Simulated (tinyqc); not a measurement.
# Five-frequency model of solute diffusion by vacancies in an fcc metal, step by step

A worked calculation. Computed by tinyqc, a small Python program that keeps every step. Command: `OMP_NUM_THREADS=1 python tinyqc.py 3023631 3023632 out.jsonl fivefreq walk`. One thread of a shared host (Intel(R) Xeon(R) Processor @ 2.30GHz), about 0.07 s of CPU time with the checks. Intermediate numbers are printed to about 6 digits and carried at full precision; extremes and crossings named in words are read from the listed rows.

A vacancy next to the solute exchanges with it (w2), jumps to one of 4 sites that also neighbour the solute (w1) or to one of 7 that do not (w3); w4 is the reverse of w3 and w0 the host jump.

Inputs (values chosen for the exercise, for a model solute in a host close to gold):
```
quantity                                      value      unit
barrier E0 (host jump)                        0.685        eV
barrier E1 (vacancy circles the solute)       0.619        eV
barrier E2 (exchange)                         0.538        eV
barrier E3 (dissociation)                     0.776        eV
binding energy E_b (positive for attraction)   0.13        eV
vacancy formation energy E_f                  0.934        eV
formation entropy S_f                           1.4       k_B
attempt frequency nu                            6.5       THz
lattice constant a                             4.08  angstrom
temperature T                                   539         K
```

Constants: k_B = 8.617333262e-05 eV/K.

## Jump rates

w_i = nu exp(-E_i/(k_B T)); detailed balance gives E4 = E3 - E_b.

rates (1/s): w0 2.55859e+06, w1 1.05954e+07, w2 6.06018e+07, w3 360686, w4 5.92461e+06

## Correlation factor

Manning: with y = w4/w0, 7F = 7 - (10 y^4 + 180.5 y^3 + 927 y^2 + 1341 y)/(2 y^4 + 40.2 y^3 + 254 y^2 + 597 y + 436); f2 = (2 w1 + 7F w3)/(2 w2 + 2 w1 + 7F w3). The mean cosine between successive solute jumps follows from f2 = (1 + c)/(1 - c).

y = w4/w0 = 2.31558

7F = 4.16232

correlation factor f2 = 0.157698

mean cosine c = -0.727566

The solute exchanges back and forth with the vacancy, so most jumps cancel.

## Diffusivities

c_v = exp(S_f - E_f/(k_B T)); host D0 = a^2 c_v w0 x 0.7815; solute D2 = a^2 c_v exp(E_b/(k_B T)) w2 f2; 1 angstrom^2 = 1e-16 cm^2.

vacancy fraction c_v = 7.49705e-09

host diffusivity D0 = 2.49540e-17 cm^2/s

solute diffusivity D2 = 1.95908e-15 cm^2/s

ratio D2/D0 = 78.5078

The ratio splits into binding 16.4, exchange rate 23.7 and correlation 0.202.

## Solute against host over temperature

The formulas are those given above.

Diffusion:
```
T (K)        f2  D0 (cm^2/s)  D2 (cm^2/s)    D2/D0
350    0.064426  1.66956e-25  1.34079e-22  803.081
404    0.090649  2.18091e-22  7.22048e-20  331.076
458    0.117570  5.24674e-20  8.81722e-18  168.052
539    0.157698  2.49540e-17  1.95908e-15   78.508
620    0.196474  2.37056e-15  1.06382e-13   44.876
701    0.233317  7.86169e-14  2.30144e-12   29.274
782    0.267929  1.26229e-12  2.63900e-11   20.906
```

The apparent activation energy of D2 is 1.419 eV between the coldest rows and 1.423 eV between the hottest; without correlation it would be E_f - E_b + E2 = 1.342 eV, and the host has 1.619 eV. At low T f2 is small, w2 cancels from D2, and the easier of circling and escape sets the barrier, near E_f - E_b + min(E1, E3) = 1.423 eV.

Checks made by the program: Manning formula against a solved vacancy walk within 5 nearest-neighbour distances (relative difference 7e-04).
